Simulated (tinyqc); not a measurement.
# Threshold of a short bulk MOSFET: charge sharing, barrier lowering, narrow width: threshold roll-off against channel length

n-channel device on a p-type body, depletion approximation, full ionisation. Uniform doping N = Na. Vbi from Boltzmann statistics is rough for the degenerate source. Cox = eps0 eox/tox.

ni = sqrt(Nc Nv) exp(-Eg/(2 Vt)), Eg in volts; 2 pB = 2 Vt ln(N/ni); flat band Vfb - Vt ln(N/Na); Wd = sqrt(2 eps0 eps_r (2 pB - Vbs)/(q N)); body term q N Wd/Cox; long-channel VT0 = flat band + 2 pB + body term; Vbi = Vt ln(N Nsd/ni^2); scale length l = sqrt((eps_r/eox) tox Wd). Charge sharing (trapezoid; it ignores Vds): F = (xj/L)(sqrt(1 + 2 Wd/xj) - 1), lowering = body term times F. Barrier lowering: th = exp(-L/(2 l)) + 2 exp(-L/l), lowering = th [2 (Vbi - 2 pB) + Vds], DIBL = th. Narrow width: rise = body term times xw Wd/W. VT by each model = VT0 - lowering + rise. DIBL under 0.001 mV/V is printed as 0.

Values chosen for this exercise; band and dielectric values close to those of silicon:
```
symbol    value   unit                                                                 meaning
T           300      K                                                             temperature
Eg         1.13     eV                                                                band gap
eps_r      11.8                                                          relative permittivity
Nc      2.79e19  cm^-3                                  conduction-band density of states at T
Nv      2.64e19  cm^-3                                     valence-band density of states at T
eox        9.24         relative permittivity of the gate insulator (close to aluminium oxide)
tox           4     nm                                                     insulator thickness
Na       1.6e17  cm^-3                                                          channel doping
Nsd        1e20  cm^-3                                                 source and drain doping
Vfb       -0.92      V                                     flat-band voltage for the doping Na
xj          100     nm                                                          junction depth
Vbs           0      V                                                     body-source voltage
Vds         1.2      V                                                    drain-source voltage
W           340     nm                                                              gate width
xw       1.5708                      shape factor of the fringing depletion at the width edges
```

Constants: q = 1.602176634e-19 C, kB = 1.380649e-23 J/K, Vt = kB T/q, eps0 = 8.8541878128e-14 F/cm where lengths are in cm. Results are converted to the units shown.

The same in every row: N (cm^-3) = 1.600e17; VT0 (V) = 0.04979.

Threshold roll-off against channel length:
```
L (nm)    L/l        F  DIBL (mV/V)  VT, charge sharing (V)  VT, barrier lowering (V)
95      4.588   0.6703        121.2                 0.02007                  -0.09525
140     6.761   0.4548        36.35                 0.04274                   0.03487
200     9.658   0.3184        8.122                 0.05710                   0.07815
290     14.00   0.2196       0.9117                 0.06750                   0.08920
410     19.80   0.1553      0.05021                 0.07426                   0.09052
600     28.97   0.1061            0                 0.07943                   0.09060
860     41.53  0.07404            0                 0.08281                   0.09060
1200    57.95  0.05306            0                 0.08502                   0.09060
```

What does the comparison show?

VT by barrier lowering rises from -0.0952 to 0.0906 V and VT by charge sharing rises from 0.0201 to 0.0850 V. DIBL is under 100 mV/V from L = 140 nm on among the rows (th = 0.1 at L/l = 4.92). For L = 95 F exceeds 0.5: the shares of source and drain overlap, and the trapezoid formula no longer holds.

Program tinyqc, `OMP_NUM_THREADS=1 python tinyqc.py 2002043 2002044 out.jsonl`; Intel Xeon 2.30GHz, shared host, one thread, about 0.01 s.
